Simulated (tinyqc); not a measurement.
# Six-transistor SRAM cell, nodal equations and margins, step by step

Program tinyqc, `OMP_NUM_THREADS=1 python tinyqc.py 2340115 2340116 out.jsonl`; Intel Xeon 2.30GHz, shared host, one thread, about 0.2 s. Printed values are rounded.

Two cross-coupled inverters (pull-down bn, pull-up bp) hold the nodes Q and QB; access transistors (ba, threshold VTn, gate on the word line at Vdd when selected) join them to the bit lines. Transistor (EKV form, voltages against the body): I = 2 n b Vt^2 [F(vp - Vs) - F(vp - Vd)] from drain to source, F(v) = ln^2(1 + exp(v/(2 Vt))), vp = (Vg - VT + sg |Vd - Vs|)/n. n-channel bodies are at 0; for the p-channel device all voltages are counted down from Vdd. b in uA/V^2 gives I in uA. For an access transistor the bit line is the drain and the node the source. In a read both bit lines are at Vdd. The cell is symmetric (no mismatch).

Parameters, values chosen for the exercise:

| symbol | value | unit | meaning |
|---|---|---|---|
| T | 250 | K | temperature |
| Vdd | 0.8 | V | supply voltage |
| n | 1.14 |  | slope factor |
| sg | 0.077 |  | drain-induced barrier lowering |
| VTn | 0.43 | V | n-channel threshold |
| VTp | 0.3 | V | p-channel threshold (magnitude) |
| bn | 190 | uA/V^2 | gain factor of the pull-down transistor |
| ba | 190 | uA/V^2 | gain factor of the access transistor |
| bp | 100 | uA/V^2 | gain factor of the pull-up transistor |

Constants: q = 1.602176634e-19 C, kB = 1.380649e-23 J/K, Vt = kB T/q. Results are converted to the units shown.

## Iteration 1: node voltages in a read by Newton steps

(Q, QB) at the start (V): Q 0.000000, QB 0.800000

F1 = In(gate QB, drain Q) - Ip(gate QB, drain Q) - Ia(bit line, Q), F2 the same with Q and QB exchanged; J by central differences with +/- 1e-6 V; solve J d = -F, limit each component to +/- 0.15 V and add.

F1, F2 (uA): [-15.5238, 0.0000]

J (uS):
```
,Q,QB
F1,157.798,0.000
F2,0.000,49.998
```

(Q, QB) after iteration 1 (V): Q 0.098377, QB 0.800000

## Iteration 2: node voltages in a read by Newton steps

As before.

F1, F2 (uA): [-2.10894, 0.00000]

J (uS):
```
,Q,QB
F1,114.862,18.828
F2,0.000,40.152
```

(Q, QB) after iteration 2 (V): Q 0.116738, QB 0.800000

## Course of the iteration: node voltages in a read by Newton steps

Stop when the largest change of (Q, QB) is below 1e-9 V, or after 30 iterations. The rule counts as met only at the stable state with Q low.

Course of the iteration:
```
iteration,Q (V),largest |change| of one entry (V)
1,0.0983771,0.0984
2,0.116738,0.0184
3,0.117431,6.94e-4
4,0.117432,9.95e-7
5,0.117432,2.05e-12
```

Converged in 5 iterations. At the end the number of correct digits about doubles with each step.

## Read current and disturbance

(Q, QB) (V): Q 0.117432, QB 0.800000

Iread = Ia(bit line at Vdd, source Q); cell ratio bn/ba; time to pull a bit line of 20 fF down by 0.1 V at that current.

Iread = 6.95152 uA
cell ratio = 1
time = 287.707 ps

The read lifts the low node to 117 mV, against a balance point of 446 mV.

## The largest square in the read butterfly

```
point,c (V)
0,0.11
1,0.18
2,0.26
3,0.31
4,0.37
5,0.4
6,0.44
```

f(x) is the node voltage of one half-cell in a read for input x (In - Ip - Ia = 0). Static noise margin: side of the largest square between the curve (x, f(x)) and its mirror image (f(y), y); with h(c) the root x of f(x) - x = c, it is the maximum over c > 0 of h(c) - h(-c) + c.

```
point,h(c) (V),h(-c) (V),side (V)
0,0.437985,0.460674,0.087311
1,0.432952,0.485180,0.127772
2,0.426555,0.524273,0.162282
3,0.419868,0.551245,0.178622
4,0.401480,0.584652,0.186827
5,0.385170,0.601689,0.183481
6,0.355319,0.625001,0.170318
```

The maximum over c is 186.9 mV, the read margin; with the word line off (no Ia) the same construction gives 311.6 mV.
